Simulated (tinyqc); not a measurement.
Where the wafer is too thin: surface photovoltage measurement of the minority-carrier diffusion length in a wafer. Computed by tinyqc, a small Python program. Command: `OMP_NUM_THREADS=1 python tinyqc.py 3130335 3130336 out.jsonl spv walk`. One thread of a shared host (Intel(R) Xeon(R) Processor @ 2.30GHz), about 0.01 s of CPU time with the checks.

Low injection, steady light, a depletion layer much thinner than 1/alpha and L. The excess density dn is taken at the front edge of the neutral region; light that reaches the back is lost.

Inputs (values chosen for the exercise, modelled on p-type silicon at room temperature):
```
quantity,value,unit
wafer thickness W,775,micrometre
diffusivity D,33.8,cm^2/s
front recombination velocity S_f,21000,cm/s
back recombination velocity S_b,380,cm/s
photon flux entering,3.7e+13,1/(cm^2 s)
```

Method:
- alpha = (84.732/lambda - 76.417)^2 per cm with lambda in micrometre (an empirical fit for silicon between 0.7 and 1.05 micrometre).
- Thick wafer: dn = Phi L/((S_f + D/L)(L + 1/alpha)). Finite wafer, with s = S_b L/D, w = W/L, a = alpha L: dn = [Phi a/(a^2 - 1)] [a - B - exp(-alpha W)(a - s)/(cosh w + s sinh w)]/(S_f + B D/L), B = (sinh w + s cosh w)/(cosh w + s sinh w).
- Readings y = (Phi/dn) (1 + noise x g) at 780, 830, 880, 920, 950, 975 and 995 nm; a least-squares line y = c (1/alpha + L_app) gives L_app = intercept/slope.
- No noise; L is varied at fixed W, and the last two columns set S_b to 0 and to 1e7 cm/s.

Apparent length (micrometre):
```
L,W/L,given S_b,S_b = 0,S_b = 1e7
38.8,19.974,38.8,3.8800e+01,38.80
77.5,10.000,77.5,7.7500e+01,77.50
155.0,5.000,155.1,1.5510e+02,154.89
232.0,3.341,233.1,2.3397e+02,229.92
388.0,1.997,399.0,4.1745e+02,359.55
620.0,1.250,645.8,7.9448e+02,479.05
1010.0,0.767,965.6,1.7559e+03,564.62
1630.0,0.475,1228.6,4.0637e+03,607.42
3100.0,0.250,1414.3,1.1965e+04,629.45
```

What does the comparison show, and why?

With a fast back surface L_app levels off, at 629 micrometre in the last row; with a passive one it reaches up to 3.86 times L among these rows and is 12000 in the last. All three columns are within 5 % of L down to W/L = 3.3.

Extremes, crossings and ranges named in words are read from the listed rows.
